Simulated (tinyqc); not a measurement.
From results to parameters: minimal-basis H2. Computed by the program tinyqc with PySCF.

Problem. For two electrons in the two orbitals of minimal-basis H2, the CIS energies are e2 - e1 - J12 + 2 K12 and e2 - e1 - J12, and E_corr = D - sqrt(D^2 + K12^2) with 2D the energy of the double excitation. Find J12, K12, D, the MP2 energy and the weight of the double excitation.

orbital gap e2 - e1 = 0.31237155 hartree
CIS singlet and triplet energies (hartree): 0.351320  -0.192164
FCI correlation energy = -0.20249921 hartree

Solution. Half the singlet-triplet splitting is K12, the gap less the triplet energy is J12, D = (E_corr^2 - K12^2)/(2 E_corr), MP2 is -K12^2/(2 gap), and the weight is c^2/(1 + c^2) with c = E_corr/K12.

J12, K12, D (hartree): 0.505  0.272  0.081
MP2 correlation energy = -0.118198 hartree
weight of the double excitation = 0.3570
